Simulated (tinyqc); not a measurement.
## Abrupt p-n junction, non-linear Poisson equation by Newton steps: effect of the doping Na

One dimension, p side on the left, n side on the right; net doping C = -Na for x < 0 and +Nd for x > 0. The potential psi is counted from the intrinsic level, and the quasi-Fermi potentials are flat: 0 for holes and -V for electrons, so n = ni exp((psi + V)/Vt) and p = ni exp(-psi/Vt) (Boltzmann statistics, full ionisation, no current).

ni = sqrt(Nc Nv) exp(-Eg/(2 Vt)), Eg in volts. Depletion approximation: Vbi = Vt ln(Na Nd/ni^2), W = sqrt(2 eps0 eps_r (Vbi - V)(1/Na + 1/Nd)/q), xp = W Nd/(Na + Nd), xn = W Na/(Na + Nd), peak field 2 (Vbi - V)/W, capacitance eps0 eps_r/W. Exact first integral for an abrupt junction with thick neutral sides: psi_p = -Vt ln(Na/ni), psi_n = Vt ln(Nd/ni) - V, psi_j = (Nd psi_n + Na psi_p - Vt (Nd - Na))/(Na + Nd) at the junction, n_j = ni exp((psi_j + V)/Vt), p_j = ni exp(-psi_j/Vt), and E_j^2 = (2 q/(eps0 eps_r)) [Nd (psi_n - psi_j - Vt) + Vt (n_j + p_j)] (minority densities of the neutral sides neglected).

Inputs (values chosen for the exercise); band and dielectric values those of a made-up semiconductor: temperature T = 450 K; band gap Eg = 1.48 eV; relative permittivity eps_r = 15.4; conduction-band density of states at T Nc = 9.72e17 cm^-3; valence-band density of states at T Nv = 1.83e19 cm^-3; donor density of the n side Nd = 1.7e16 cm^-3; bias of the p side against the n side V = 0 V.

Constants: q = 1.602176634e-19 C, kB = 1.380649e-23 J/K, Vt = kB T/q, eps0 = 8.8541878128e-14 F/cm where lengths are in cm. Results are converted to the units shown.

The same in every row: ni (cm^-3) = 2.175e10.

Effect of the doping Na:

| Na (cm^-3) | Vbi (V) | W (nm) | share of W on the n side (%) | peak field, depletion (kV/cm) | peak field, exact (kV/cm) |
|---|---|---|---|---|---|
| 5.7e14 | 0.9207 | 1686 | 3.244 | 10.92 | 11.72 |
| 1.5e15 | 0.9582 | 1088 | 8.108 | 17.62 | 17.16 |
| 4e15 | 0.9963 | 723.7 | 19.05 | 27.53 | 26.45 |
| 1e16 | 1.032 | 528.1 | 37.04 | 39.07 | 37.58 |
| 2.8e16 | 1.072 | 415.3 | 62.22 | 51.61 | 49.71 |
| 7.3e16 | 1.109 | 370.0 | 81.11 | 59.94 | 57.82 |
| 1.9e17 | 1.146 | 353.6 | 91.79 | 64.82 | 63.12 |
| 5.1e17 | 1.184 | 350.0 | 96.77 | 67.66 | 70.42 |

What does the comparison show?

As Na rises, Vbi rises from 0.921 to 1.18 V, 89.3 mV a decade (Vt ln 10), and W falls from 1690 to 350 nm. The exponent d ln W/d ln Na is -0.45 between the first two rows and -0.01 between the last two: the lighter-doped side sets the width, and Na passes Nd = 1.7e16 cm^-3 within the table. The depletion field is 6.8 % below the exact one in the first row and 3.9 % below it in the last.

tinyqc, about 0.01 s, one thread, Intel Xeon 2.30GHz (shared host): `OMP_NUM_THREADS=1 python tinyqc.py 2000079 2000080 out.jsonl`
